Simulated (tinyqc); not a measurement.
Inside a calculation. Method: UHF in the sto-3g basis, for BeH+, spin multiplicity 1. One step of it, computed by the program tinyqc.

Problem. Iteration 4: DIIS coefficients. Solve [B -1; -1 0][c; lambda] = [0; -1] for the coefficients, which sum to one.

B (overlaps of the stored error matrices):
```
               1              2              3              4
1  1.3959029e-01  5.4350900e-02  2.5024004e-02  9.7693489e-03
2  5.4350900e-02  3.1177790e-02  1.2302250e-02  3.0123908e-03
3  2.5024004e-02  1.2302250e-02  6.0325082e-03  2.1929004e-03
4  9.7693489e-03  3.0123908e-03  2.1929004e-03  1.2729989e-03
```

Give: DIIS coefficients.

Solution.

DIIS coefficients: -0.093  0.436  -1.108  1.765
